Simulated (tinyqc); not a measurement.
Pump-down curve: gas flow in a process chamber: flow regimes, conductance, effective pumping speed, pump-down, outgassing and purge. Computed by tinyqc, a small Python program. Command: `OMP_NUM_THREADS=1 python tinyqc.py 3121589 3121590 out.jsonl pump walk`. One thread of a shared host (Intel(R) Xeon(R) Processor @ 2.30GHz), about 0.09 s of CPU time with the checks.

Ideal gas, isothermal flow, a pump of constant speed at the end of a round pipe; process gas, volume gas and outgassing are given the same properties. 1 sccm = 101325 Pa x 1e-6 m^3/60 s x T/273.15 K.

Inputs (values chosen for the exercise, modelled on nitrogen near room temperature):
```
quantity                     value            unit
molar mass M                 28.01           g/mol
molecular diameter            0.37              nm
viscosity eta                 17.8   micropascal s
temperature T                  293               K
chamber volume V               7.6               L
wall area                     0.41             m^2
pipe diameter d                  4              cm
pipe length l                  180              cm
pump speed S                    11             L/s
outgassing rate after 1 h  2.7e-06  Pa m^3/(s m^2)
outgassing exponent n         0.87               -
starting pressure p0           420              Pa
```

Constants: k_B = 1.380649e-23 J/K; u = 1.6605390666e-27 kg.

Method:
- Mean speed c = sqrt(8 k_B T/(pi m)); aperture conductance C_a = c pi d^2/16; molecular pipe C_m = C_a/(1 + 3 l/(4 d)) (Dushman form); viscous pipe C_v = pi d^4 p_mean/(128 eta l); Knudsen interpolation C = C_v + C_m (1 + x)/(1 + 1.24 x), x = d p_mean sqrt(m/(k_B T))/eta.
- Effective speed 1/S_eff = 1/S + 1/C_m; time constant V/S_eff; pressure at which the free path k_B T/(sqrt2 pi d_m^2 p) equals d.
- Pump-down: V dp/dt = -S_eff(p) p + q(t) A, with S_eff = S p_2/p, where p_2 solves C((p + p_2)/2) (p - p_2) = S p_2 at each moment, and q(t) = q_1 (1 h/(t + 10 s))^n; integrated adaptively. At long times p = q(t) A/S_eff.
- S_eff(p) is tabulated at 260 pressures and interpolated in ln p. Comparison columns: p0 exp(-t/time constant) with the molecular S_eff (0 below 1e-26 p0), and the outgassing limit.

time constant = 2.47721 s

S_eff in molecular flow = 3.06797 L/s

Pressure against time:
```
t (s)       p (Pa)  S_eff (L/s)  volume gas only (Pa)  outgassing limit (Pa)
0.3     2.7402e+02       10.778            3.7210e+02             5.8899e-02
1       1.0297e+02       10.426            2.8050e+02             5.5625e-02
3       9.7203e+00        6.968            1.2511e+02             4.8100e-02
10      3.0062e-01        2.987            7.4146e+00             3.3066e-02
30      1.9542e-02        3.035            2.3108e-03             1.8092e-02
100     7.6939e-03        3.054            1.2349e-15             7.5036e-03
300     3.0739e-03        3.062                     0             3.0465e-03
1000    1.0933e-03        3.066                     0             1.0902e-03
3600    3.6025e-04        3.067                     0             3.5996e-04
20000   8.1145e-05        3.068                     0             8.1132e-05
100000  2.0010e-05        3.068                     0             2.0010e-05
```

From t = 30 s on the pressure is within 20 % of the outgassing limit, which falls only as (t + 10 s)^-0.87: walls, not volume, set the time to base pressure. Early on viscous flow raises S_eff to 10.8 L/s, 3.5 times its molecular value.
